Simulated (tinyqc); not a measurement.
Worked calculation: vacuum evaporation: vapour pressure, source flux, thickness distribution, purity and step coverage. Computed by tinyqc, a small Python program that keeps every step. Command: `OMP_NUM_THREADS=1 python tinyqc.py 3112474 3112475 out.jsonl evap walk`. One thread of a shared host (Intel(R) Xeon(R) Processor @ 2.30GHz), about 0.01 s of CPU time with the checks. Intermediate numbers are printed to about 6 digits and carried at full precision; extremes and crossings named in words are read from the listed rows.

Molecular flow, unit sticking of the metal, no re-evaporation. The background gas is taken as water vapour (18.015 g/mol, collision diameter 0.37 nm) at 300 K.

Inputs (values chosen for the exercise, modelled on nickel, with constants for the liquid):

| quantity | value | unit |
|---|---|---|
| molar mass M | 58.69 | g/mol |
| film density rho | 8.9 | g/cm^3 |
| vapour-pressure constant A | 11.69 | - |
| vapour-pressure constant B | 20810 | K |
| source temperature T | 1780 | K |
| source area | 0.78 | cm^2 |
| directionality n | 1 | - |
| source-to-wafer distance h | 29 | cm |
| wafer radius R | 10 | cm |
| source offset from the axis s/h | 0.51 | - |
| background pressure p | 0.0001 | Pa |
| sticking of background gas | 0.4 | - |
| aspect ratio of a trench | 1.9 | - |

Constants: u = 1.6605390666e-27 kg; k_B = 1.380649e-23 J/K; R = 8.314462618 J/(mol K).

## Vapour pressure and flux

log10(p_v/Pa) = A - B/T; flux from the surface Phi = p_v/sqrt(2 pi m k_B T), m = M u. Mass loss = Phi x area x m; heat of evaporation = ln(10) R B; d ln Phi/dT = ln(10) B/T^2 - 1/(2 T).

vapour pressure p_v = 0.997674 Pa

flux Phi = 8.13281e+17 1/(cm^2 s)

mass loss = 0.222562 g/h

heat of evaporation = 398.402 kJ/mol

change of flux per kelvin = 1.48424 %/K

Holding the rate to 1 % needs the temperature to about 0.67 K.

## Rate and uniformity on a fixed wafer above the source

A small source emits (n + 1) Phi area cos^n(phi)/(2 pi) per solid angle; on a parallel plane at height h and lateral distance l the arrival rate is (n + 1) Phi area/(2 pi h^2) x (1 + (l/h)^2)^(-(n + 3)/2). Growth rate = arrival rate x m/rho, m = M u. The wafer is fixed and centred above the source.

arrival rate at the centre = 2.40098e+14 1/(cm^2 s)

growth rate at the centre = 0.0262913 nm/s

edge over centre = 0.798753

non-uniformity (max - min)/(max + min) = 11.1881 %

share of the material that lands on the wafer, 1 - (1 + (R/h)^2)^(-(n + 1)/2) = 10.6270 %

## Offset source and rotation

Rotating wafer, source offset by s and facing upwards: thickness at radius r is the mean over the angle a of (1 + (r^2 + s^2 - 2 r s cos a)/h^2)^(-(n + 3)/2), by 360 equal steps; non-uniformity (max - min)/(max + min) over 21 radii from 0 to R.

centre thickness relative to an axial source = 0.629782

edge over centre, rotating = 0.923629

non-uniformity, rotating = 3.97014 %

## Choosing the offset

The curvature at the centre vanishes at s/h = sqrt(2/(n + 3)).

Against the offset:

| s/h | centre thickness | edge over centre | non-uniformity (%) |
|---|---|---|---|
| 0.0 | 1.00000 | 0.79875 | 11.1881 |
| 0.2 | 0.92456 | 0.82274 | 9.7248 |
| 0.4 | 0.74316 | 0.88364 | 6.1773 |
| 0.5 | 0.64000 | 0.91998 | 4.1677 |
| 0.6 | 0.54066 | 0.95566 | 2.2674 |
| 0.7 | 0.45043 | 0.98803 | 0.6019 |
| 0.8 | 0.37180 | 1.01549 | 0.7685 |
| 0.9 | 0.30524 | 1.03739 | 1.8352 |
| 1.1 | 0.20475 | 1.06550 | 3.1710 |

The best row, s/h = 0.7, has 0.60 % against 11 % on the axis, at the price of a rate lower by a factor 2.22; the small-wafer optimum is sqrt(2/(n + 3)) = 0.71.

## Scattering and purity

Mean free path lambda = k_B T_g/(sqrt2 pi d^2 p); unscattered share exp(-h/lambda); gas arrival p/sqrt(2 pi m_g k_B T_g); impurity ratio = sticking x gas arrival/metal arrival; monolayer time = 1e15 cm^-2/(sticking x gas arrival).

mean free path = 68.0983 m

unscattered share = 0.995751

gas arrival rate = 3.58398e+14 1/(cm^2 s)

impurity ratio = 0.597086

monolayer time = 6.97548 s

The gas that sticks amounts to more than a tenth of the metal, although few metal atoms scatter on the way: purity, not the free path, sets the vacuum needed.

## A trench at the wafer edge

Fixed wafer, axial point source, trench running tangentially at r = R: the beam arrives at tan(a) = R/h. Shadowed share of the floor = aspect ratio x tan(a) (at most 1); the wall facing the source grows at tan(a) times the field rate, the other wall not at all.

angle a = 19.0256 degrees

shadowed share of the floor = 0.655172

wall over field thickness = 0.344828

Checks made by the program: share on the wafer by quadrature (relative difference 6e-09).
